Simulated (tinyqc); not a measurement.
Vacuum evaporation: vapour pressure, source flux, thickness distribution, purity and step coverage: one step, computed by the program tinyqc.

Molecular flow, unit sticking of the metal, no re-evaporation. The background gas is taken as water vapour (18.015 g/mol, collision diameter 0.37 nm) at 300 K.

Question. Vapour pressure and flux. log10(p_v/Pa) = A - B/T; flux from the surface Phi = p_v/sqrt(2 pi m k_B T), m = M u. Mass loss = Phi x area x m; heat of evaporation = ln(10) R B; d ln Phi/dT = ln(10) B/T^2 - 1/(2 T).

Inputs (values chosen for the exercise, modelled on germanium, with constants for the liquid):
```
quantity                    value   unit
molar mass M                72.63  g/mol
vapour-pressure constant A  10.71      -
vapour-pressure constant B  17540      K
source temperature T         1690      K
source area                  0.27   cm^2
```

Constants: u = 1.6605390666e-27 kg; k_B = 1.380649e-23 J/K; R = 8.314462618 J/(mol K).

Give: vapour pressure p_v; flux Phi; mass loss; heat of evaporation; change of flux per kelvin.

Answer.

vapour pressure p_v = 2.1444 Pa

flux Phi = 1.6127e+18 1/(cm^2 s)

mass loss = 0.18905 g/h

heat of evaporation = 335.80 kJ/mol

change of flux per kelvin = 1.3845 %/K

Holding the rate to 1 % needs the temperature to about 0.72 K.
